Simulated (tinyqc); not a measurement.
Worked calculation: CISD on RHF in the 6-31g basis, for H2, spin multiplicity 1. One step of it, computed by the program tinyqc.

Problem. CISD: determinants and Hamiltonian. Slater-Condon rules over spin orbitals, with the nuclear repulsion added and E(HF) subtracted on the diagonal. Only determinants linked to the reference directly or through others are kept (one block of an abelian symmetry group), so some states are absent.

one-electron integrals over orbitals h = C^T H C (hartree), lower triangle:
```
           1          2         3         4
1  -1.019709
2   0.000000  -0.635445
3  -0.116489   0.000000  0.089249
4   0.000000   0.180499  0.000000  0.125602
```

Two-electron integrals over orbitals (pq|rs), unique and non-zero (hartree):
```
(11|11) 0.528872    (21|21) 0.121230    (22|11) 0.439609    (22|22) 0.408697
(31|11) 0.116489    (31|22) 0.075781    (31|31) 0.085587    (32|21) 0.029887
(32|32) 0.045497    (33|11) 0.488657    (33|22) 0.414664    (33|31) 0.117567
(33|33) 0.480937    (41|21) -0.077941   (41|32) -0.059936   (41|41) 0.096435
(42|11) -0.129220   (42|22) -0.080438   (42|31) -0.080611   (42|33) -0.126676
(42|42) 0.086065    (43|21) -0.136674   (43|32) -0.060976   (43|41) 0.120906
(43|43) 0.193172    (44|11) 0.524380    (44|22) 0.446067    (44|31) 0.152071
(44|33) 0.518496    (44|42) -0.153788   (44|44) 0.576722
```

nuclear repulsion = 0.44998062 hartree

Hartree-Fock energy = -1.06056481 hartree

Give: determinants; H - E(HF) between determinants.

Solution.

Occupation strings over the orbitals (2 doubly, a alpha, b beta, 0 empty; spin orbitals ordered 1a 1b 2a 2b ...): 2000 a0b0 b0a0 0200 0a0b 0020 0b0a 0002

H - E(HF) between determinants (hartree), lower triangle:
```
         2000     a0b0     b0a0     0200     0a0b    0020     0b0a    0002
2000   0.0000
a0b0   0.0000   1.0687
b0a0   0.0000  -0.0856   1.0687
0200   0.1212   0.0299  -0.0299   0.6484
0a0b  -0.0779  -0.1367   0.0599   0.1001   1.4468
0020   0.0856   0.0011  -0.0011   0.0455  -0.0610  2.1700
0b0a   0.0779   0.0599  -0.1367  -0.1001  -0.0861  0.0610   1.4468
0002   0.0964   0.1209  -0.1209   0.0861   0.0267  0.1932  -0.0267  2.3385
```
